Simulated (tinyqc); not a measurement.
Inside a calculation. Model: undoped symmetric double-gate MOSFET, analytic potential model.

Program tinyqc, `OMP_NUM_THREADS=1 python tinyqc.py 2440084 2440085 out.jsonl`; Intel Xeon 2.30GHz, shared host, one thread, about 0.01 s. Printed values are rounded.

An undoped body of thickness ts between two equal insulators and tied gates; long channel, electrons only, n = ni exp((psi - V)/Vt) with V the quasi-Fermi potential (0 at the source, Vd at the drain), constant mobility, no quantisation. Across the body psi(x) = V - 2 Vt ln[(ts/(2 beta)) sqrt(q ni/(2 eps0 eps_r Vt)) cos(2 beta x/ts)], x from the centre. Q is the electron charge per area of the whole body.

Parameters, values chosen for the exercise; material values close to those of In0.53Ga0.47As: temperature T = 300 K; band gap Eg = 0.743 eV; relative permittivity of the semiconductor eps_r = 13.7; conduction-band density of states at T Nc = 2.12e17 cm^-3; valence-band density of states at T Nv = 7.8e18 cm^-3; relative permittivity of the gate insulator eox = 24.6; insulator thickness tox = 10 nm; body thickness ts = 10 nm; gate work function less that of the intrinsic body dphi = 0.18 V; channel mobility mu = 120 cm^2/(V s); gate length L = 0.1 um; gate voltage Vg = 0.46 V; drain voltage Vd = 0.1 V.

Constants: q = 1.602176634e-19 C, kB = 1.380649e-23 J/K, Vt = kB T/q, eps0 = 8.8541878128e-14 F/cm where lengths are in cm. Results are converted to the units shown.

## Constants of the body

ni = sqrt(Nc Nv) exp(-Eg/(2 Vt)), Eg in volts; r = eps_r tox/(eox ts); V0 = dphi + 2 Vt ln[(2/ts) sqrt(2 eps0 eps_r Vt/(q ni))].

ni = 7.38397e11 cm^-3
r = 0.556911
V0 = 0.556591 V

## Iteration 1: beta at the source by Newton steps in z = ln(tan beta)

z at the start = -1

With V = 0, t = exp(z), beta = arctan(t): f = ln(beta) + (1/2) ln(1 + t^2) + 2 r beta t - (Vg - V0)/(2 Vt); with c = t/(1 + t^2), df/dz = c/beta + t c + 2 r t (c + beta); z(new) = z - f/(df/dz).

beta = 0.352513
f = 1.03340
df/dz = 1.31561
z after iteration 1 = -1.78549

## Iteration 2: beta at the source by Newton steps in z = ln(tan beta)

As before.

beta = 0.166168
f = 0.118313
df/dz = 1.07057
z after iteration 2 = -1.89601

## Course of the iteration: beta at the source by Newton steps in z = ln(tan beta)

Stop when z changes by less than 1e-11, or after 60 iterations.

Course of the iteration:

| iteration | z | \|change\| |
|---|---|---|
| 1 | -1.78549 | 0.785 |
| 2 | -1.89601 | 0.111 |
| 3 | -1.89675 | 7.45e-4 |
| 4 | -1.89675 | 2.94e-8 |
| 5 | -1.89675 | 0 |

Converged in 5 iterations. At the end the number of correct digits about doubles with each step.

## Charges and drain current

beta_s = 0.148944
beta_d = 0.0223027

beta (between 0 and pi/2) solves (Vg - V0 - V)/(2 Vt) = ln(beta) - ln(cos beta) + 2 r beta tan(beta). Q = 8 eps0 eps_r Vt beta tan(beta)/ts; I = mu (1/L)(4 eps0 eps_r/ts)(2 Vt)^2 [g(beta_s) - g(beta_d)] per width, g = beta tan(beta) - beta^2/2 + r beta^2 tan^2(beta), with beta_s at V = 0 and beta_d at V = Vd.

Qs = 5.60698 nC/cm^2
Qd = 0.124808 nC/cm^2
g(beta_s) = 0.0115359
g(beta_d) = 2.48926e-4
I = 0.175685 uA/um

The term r beta^2 tan^2(beta), which gives the square law, makes up 2.41 % of g at the source.

## Potential and electron density across the body at the source

| point | x/ts |
|---|---|
| 0 | 0 |
| 1 | 0.1 |
| 2 | 0.2 |
| 3 | 0.3 |
| 4 | 0.4 |
| 5 | 0.45 |
| 6 | 0.5 |

psi(x) as above with V = 0 and beta = beta_s; n = ni exp(psi/Vt).

| point | psi (V) | n (cm^-3) |
|---|---|---|
| 0 | 0.278137 | 3.47368e16 |
| 1 | 0.278160 | 3.47677e16 |
| 2 | 0.278229 | 3.48604e16 |
| 3 | 0.278344 | 3.50157e16 |
| 4 | 0.278505 | 3.52347e16 |
| 5 | 0.278603 | 3.53686e16 |
| 6 | 0.278713 | 3.55190e16 |

The density at the surface is 1.02 times that at the centre (1/cos^2 beta).
